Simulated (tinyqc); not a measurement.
FinFET, parasitic resistance, capacitance and delay: two steps of the calculation.

Nf fins under one contact; each has gated perimeter p = 2 Hf + Wf and cross-section A = Hf Wf; contact width Wc = Nf pf, stack height Hs = Hf. Contact length Lc = CPP - Lg - 2 Lsp, shared by two neighbouring gates. Source and drain sides are equal. The formulas are first-order estimates, not field solutions.

Values chosen for this exercise; values close to those of silicon logic devices:
```
symbol    value      unit                                  meaning
Nf            4                                     number of fins
Hf           35        nm                               fin height
Wf            5        nm                                fin width
pf           24        nm                                fin pitch
CPP          48        nm                     contacted gate pitch
Lg           16        nm                              gate length
Lsp           7        nm                            spacer length
ks          4.5                relative permittivity of the spacer
Hc           15        nm      gate height above the channel stack
rc       1.7e-9  ohm cm^2                      contact resistivity
re      0.00043    ohm cm  resistivity of the source-drain epitaxy
te           15        nm    current-carrying depth of the epitaxy
rx      0.00059    ohm cm             resistivity of the extension
Lov         0.5        nm                             gate overlap
Cinv        2.3   uF/cm^2                    inversion capacitance
Cw         0.29        fF                                wire load
```

Constants: eps0 = 8.8541878128e-12 F/m. Results are converted to the units shown.

Question 1. Geometry and resistances. Epitaxy sheet resistance Rsh = re/te, transfer length LT = sqrt(rc/Rsh), contact Rc = [sqrt(rc Rsh)/Wc] coth(Lc/(2 LT)); extension of one fin Rx = rx Lsp/A. Effective width N p; for equal currents one side has Rc + Rx/N.

Wanted: Lc; effective width; Rsh; LT; Rc; Rx; one side times effective width.

Answer 1.

Lc = 18.000 nm
effective width = 300.00 nm
Rsh = 286.67 ohm
LT = 24.352 nm
Rc = 205.64 ohm
Rx = 236.00 ohm
one side times effective width = 79.391 ohm um

Question 2. Capacitances. With N fins: gate Cg = Cinv p N Lg; per side, plate Cp = ks eps0 [Wc (Hs + Hc) - N A]/Lsp, top fringe Cf = (2/pi) ks eps0 Wc ln(1 + Lg/(2 Lsp)), overlap Co = Cinv p N Lov. Cs = Cp + Cf + Co. An inverter of two such devices driving an equal one has the load CL = 2 (Cg + 2 Cs) + 4 Cs + Cw (its own drains counted twice for the Miller effect).

Give: Cg; Cp; Cf; Co; CL.

Answer 2.

Cg = 110.4 aF
Cp = 23.34 aF
Cf = 1.856 aF
Co = 3.450 aF
CL = 739.9 aF

The channel capacitance gives 29.8 % of CL, the parasitic parts 31.0 % and the wire 39.2 %.

Computed by the program tinyqc: `OMP_NUM_THREADS=1 python tinyqc.py 2170024 2170025 out.jsonl`, one thread of a shared Intel Xeon 2.30GHz, about 0.03 s for the whole run.
